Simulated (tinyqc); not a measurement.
## Square on-chip spiral inductor, lumped pi model: effect of the oxide below the coil

Outer diameter do = di + 2 n wd + 2 (n - 1) sp, mean da = (do + di)/2, fill p = (do - di)/(do + di), length l = 4 n da. L = 2.34 mu0 n^2 da/(1 + 2.75 p), mu0 = 4 pi 1e-7 H/m. Rs = rho l/(wd delta (1 - exp(-th/delta))), delta = sqrt(rho/(pi f mu0)). Cs = n wd^2 eps0 eo/hu across the coil. At each end Cox = l wd eps0 eo/(2 ho) leads to the substrate branch Rsi = 2 rs he/(l wd) in parallel with Csi = l wd eps0 11.7/(2 he). With one end grounded Y = 1/(Rs + i w L) + i w Cs + 1/[1/(i w Cox) + 1/(1/Rsi + i w Csi)], w = 2 pi f; Q = -Im Y/Re Y. Eddy currents in neighbouring turns and in the substrate are left out.

Peak Q and its frequency from a search over f; self-resonance where Im Y = 0; Q at the given f (negative beyond resonance).

Inputs (values chosen for the exercise); values of the order met in silicon radio-frequency processes:
- n = 6.5 (number of turns)
- wd = 15 um (line width)
- sp = 1.5 um (space between turns)
- di = 140 um (inner diameter)
- th = 3 um (metal thickness)
- rho = 3 uohm cm (metal resistivity)
- hu = 0.9 um (oxide between coil and underpass)
- eo = 3 (relative permittivity of the oxide)
- rs = 100 ohm cm (substrate resistivity)
- he = 50 um (effective spreading depth in the substrate)
- f = 1.3 GHz (frequency)

Constants: eps0 = 8.8541878128e-12 F/m. Results are converted to the units shown.

The same in every row: L (nH) = 13.98; do (um) = 351.5.

Effect of the oxide below the coil:
```
ho (um)  peak Q  f of the peak (GHz)  self-resonance (GHz)  Q at f
1         6.202               0.8062                 3.643   5.441
2         6.621               0.8478                 3.720   5.961
3         7.056               0.8892                 3.795   6.491
5         7.900               0.9763                 3.937   7.525
7         8.674                1.066                 4.067   8.469
10        9.700                1.198                 4.239   9.660
15        11.13                1.399                 4.479   11.09
```

As ho goes from 1 to 15, L stays at 14.0 nH, the peak Q rises from 6.20 to 11.1, its frequency rises from 0.806 to 1.40 GHz and the self-resonance rises from 3.64 to 4.48 GHz.

tinyqc, about 0.01 s, one thread, Intel Xeon 2.30GHz (shared host): `OMP_NUM_THREADS=1 python tinyqc.py 2302083 2302084 out.jsonl`
